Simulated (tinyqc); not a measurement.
RHF in the sto-3g basis, for H2, spin multiplicity 1, step by step. One step of it, computed by the program tinyqc.

Problem. Iteration 2: building the Fock matrix. J_ij = sum D_kl (ij|kl), K_ij = sum D_kl (ik|jl); F = H + J - 0.5 K; E = tr D H + tr D J / 2 - 0.25 tr D K + E_nn.

D after iteration 1, order 1H 1s, 2H 1s:
$$\begin{pmatrix}
0.585348 & 0.585348 \\
0.585348 & 0.585348
\end{pmatrix}$$

core Hamiltonian H = T + V (hartree), order 1H 1s, 2H 1s:
$$\begin{pmatrix}
-1.171482 & -1.048161 \\
-1.048161 & -1.171482
\end{pmatrix}$$

Two-electron integrals (ij|kl) in chemists' order, unique and non-zero (hartree):
```
(11|11) 0.774606   (21|11) 0.487500   (21|21) 0.349168   (22|11) 0.598081
(22|21) 0.487500   (22|22) 0.774606
```

nuclear repulsion = 0.79456038 hartree

Give: Coulomb J; exchange K; Fock matrix F; total energy of this density.

Solution.

Coulomb J (hartree), order 1H 1s, 2H 1s:
$$\begin{pmatrix}
1.3742 & 0.9795 \\
0.9795 & 1.3742
\end{pmatrix}$$

exchange K (hartree), order 1H 1s, 2H 1s:
$$\begin{pmatrix}
1.2285 & 1.1252 \\
1.1252 & 1.2285
\end{pmatrix}$$

Fock matrix F (hartree), order 1H 1s, 2H 1s:
$$\begin{pmatrix}
-0.4115 & -0.6313 \\
-0.6313 & -0.4115
\end{pmatrix}$$

total energy of this density = -1.115101 hartree
